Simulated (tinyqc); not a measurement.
Gupta-type many-body potential for a metal: one step, computed by the program tinyqc. Command: `OMP_NUM_THREADS=1 python tinyqc.py 3011243 3011244 out.jsonl gupta walk`. One thread of a shared host (Intel(R) Xeon(R) Processor @ 2.30GHz), about 0.02 s of CPU time with the checks.

E_i = sum_j A exp(-p (r_ij/r0 - 1)) - xi rho_i^gamma, with rho_i = sum_j exp(-2 q (r_ij/r0 - 1)); gamma = 1/2 is the tight-binding second-moment form. The crystal is fcc unless stated; d is the neighbour distance and a fixed number of shells is kept.

Question. Shell terms at equilibrium. fcc shells: d sqrt(k), k = 1..5, with 12, 6, 24, 12, 24 atoms; Omega = d^3/sqrt2. Repulsion and density of one neighbour in each shell, and their sums.

Inputs (values chosen for the exercise, for a model metal):

| quantity | value | unit |
|---|---|---|
| repulsion A | 0.0832 | eV |
| decay p | 10.8 | - |
| decay q | 2.32 | - |
| reference distance r0 | 2.556 | angstrom |
| shells kept | 2 | - |

neighbour distance d = 2.579638 angstrom

Give: Shells; repulsive energy; density rho.

Answer.

Shells:

| shell | count | r (angstrom) | repulsion (eV) | density |
|---|---|---|---|---|
| 1 | 12 | 2.580 | 0.07529 | 0.9580 |
| 2 | 6 | 3.648 | 0.00082 | 0.1377 |

repulsive energy = 0.9084 eV

density rho = 12.32
